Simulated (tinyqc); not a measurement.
Raman shift of the zone-centre optical phonon of a diamond-structure crystal under stress: one step, computed by the program tinyqc. Command: `OMP_NUM_THREADS=1 python tinyqc.py 3023625 3023626 out.jsonl ramanstress walk`. One thread of a shared host (Intel(R) Xeon(R) Processor @ 2.30GHz), about 0.01 s of CPU time with the checks.

Axes x, y, z are the cube axes. Strain shifts the threefold optical mode and can split it; p, q and r are the phonon deformation potentials.

Task: Stress and strain tensors. Equal biaxial stress in the plane normal to the axis (unit vector n): sigma_ij = sigma (delta_ij - n_i n_j). eps_xx = S11 sigma_xx + S12 (sigma_yy + sigma_zz), and cyclic; eps_xy = S44 sigma_xy/2 (tensor strain).

Inputs (values chosen for the exercise, modelled on germanium): stress sigma (tension positive) = -1.4 GPa.

Stress state: biaxial. Axis: [001].

S44 = 15.19295 1/TPa

S11 = 9.734131 1/TPa

S12 = -2.649770 1/TPa

Give: stress; strain; volume strain.

Result:

stress (GPa):
```
      x     y    z
x  -1.4   0.0  0.0
y   0.0  -1.4  0.0
z   0.0   0.0  0.0
```

strain (per mille):
```
        x       y      z
x  -9.918   0.000  0.000
y   0.000  -9.918  0.000
z   0.000   0.000  7.419
```

volume strain = -12.42 per mille
